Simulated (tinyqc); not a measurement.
Chemically amplified photoresist: aerial image, acid generation, bake, development and line width: one step, computed by the program tinyqc.

Lines and spaces of pitch p with a two-beam-like image; x = 0 is the middle of the bright space. The resist is positive and treated as uniform in depth.

Question. Photon statistics at the edge. Dose E(x) = E [1 + c cos(2 pi x/p)]; acid h = 1 - exp(-C E(x)). Bake: the acid image is blurred by a Gaussian of variance sigma^2 = 2 D t (each Fourier term k of h, taken on 64 points, is multiplied by exp(-4 pi^2 k^2 D t/p^2)). The edge lies at x = width/2. Absorbed photons per volume N = E(edge) alpha/(photon energy), 1 mJ/cm^2 = 62.41509 eV/nm^2, alpha in 1/nm; a Gaussian blur averages over a volume V = (2 sqrt(pi) sigma)^3; relative noise 1/sqrt(N V); edge noise sigma_x = (dh/d ln E) noise/|dh/dx|, with both derivatives of the blurred acid at the edge.

Inputs (values chosen for the exercise, for a model resist at 193 nm): pitch p = 98 nm; image contrast c = 0.57; mean dose E = 7.74 mJ/cm^2; Dill parameter C = 0.027 cm^2/mJ; acid diffusivity D = 1.6 nm^2/s; bake time t = 60 s; photon energy = 6.42 eV; absorption coefficient alpha = 0.75 1/um.

space width = 50.23553 nm

diffusion length sigma = sqrt(2 D t) = 13.85641 nm

Give: absorbed photons N; photons in the blur volume; edge noise from photons.

Answer.

absorbed photons N = 0.055162 1/nm^3

photons in the blur volume = 6537.5

edge noise from photons = 0.48280 nm

Caution: lateral development, standing waves and the joint diffusion of acid and quencher are left out, so widths are indicative. Caution: the noise counts photons alone (acid and quencher statistics add to it) and takes the film as thicker than the blur; a thinner film averages in two dimensions only.
